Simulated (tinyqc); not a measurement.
Which input was changed? Model: permeation of metal atoms or ions through a thin barrier or dielectric: time lag, field-aided drift and lifetime. Computed by tinyqc, a small Python program. Command: `OMP_NUM_THREADS=1 python tinyqc.py 3011977 3011978 out.jsonl barrier which`. One thread of a shared host (Intel(R) Xeon(R) Processor @ 2.30GHz), about 0.1 s of CPU time with the checks.

The film 0 < x < d is empty at first; C = C0 at x = 0 and C = 0 at x = d. dC/dt = D d2C/dx2 - v dC/dx with drift v = D z e V/(k_B T d) (uniform field, no space charge).

Inputs (values chosen for the exercise, for a model case: singly charged ions through a dielectric):
```
quantity                                   value    unit
thickness d                                   72      nm
prefactor D0                             3.8e-07  cm^2/s
activation energy E                        0.921      eV
concentration at the source side C0      2.6e+14  1/cm^3
charge number z                                1       -
voltage V (positive drives ions across)    0.053       V
critical dose Q_c                          3e+07  1/cm^2
test temperature T                           250       C
use temperature T_u                           70       C
```

Constants: k_B = 8.617333262e-05 eV/K.

Method:
- D = D0 exp(-E/(k_B T)); time scale d^2/D; Peclet number P = z V/(k_B T), k_B T in eV; 1 nm = 1e-7 cm.
- Temperatures in kelvin are T(C) + 273.15.
- Steady flux J = (D C0/d) P/(1 - exp(-P)); time lag in units of d^2/D: s_L = [P (1 + exp(-P))/(1 - exp(-P)) - 2]/P^2 (P = 0: J = D C0/d, s_L = 1/6).
- Dose through the film Q(s) = C0 d {f (s - s_L) - 2 exp(P/2) sum_(n=1..200) (-1)^n n^2 pi^2 exp(-l_n s)/l_n^2}, l_n = n^2 pi^2 + P^2/4, f = P/(1 - exp(-P)) the relative flux.
- Solve Q = Q_c for s. At the use temperature D and P take T_u, with the same C0 and V; 1 year = 3.15576e7 s.

Task: One of these inputs alone was changed, within the range given: activation energy E (0.5 to 1.842); concentration at the source side C0 (1.3e+14 to 5.2e+14); critical dose Q_c (1.5e+07 to 6e+07); test temperature T (125 to 400). Which one, and to what value?

Results:
```
run     time lag (s)  failure time at T (s)  failure time at T_u (years)
before       16573.3               10576.65                     14.00696
after       149833.9               94557.28                     14.00696
```

Result:

Each candidate set to reproduce time lag, and what it then gives:
```
candidate                                         range searched  value needed  failure time at T (s)  failure time at T_u (years)
activation energy E (eV)                            0.5 to 1.842         1.020                  95620                       401.90
concentration at the source side C0 (1/cm^3)  1.3e+14 to 5.2e+14     no effect                      -                            -
critical dose Q_c (1/cm^2)                      1.5e+07 to 6e+07     no effect                      -                            -
test temperature T (C)                                125 to 400         199.0                  94557                        14.01
```

Only test temperature T fits every result: it went from 250 to 199 C. The next best candidate, activation energy E, misses one result by a factor of 29.

Caution: grain boundaries, pinholes, trapping and space charge are left out; thin real barriers usually fail at defects.
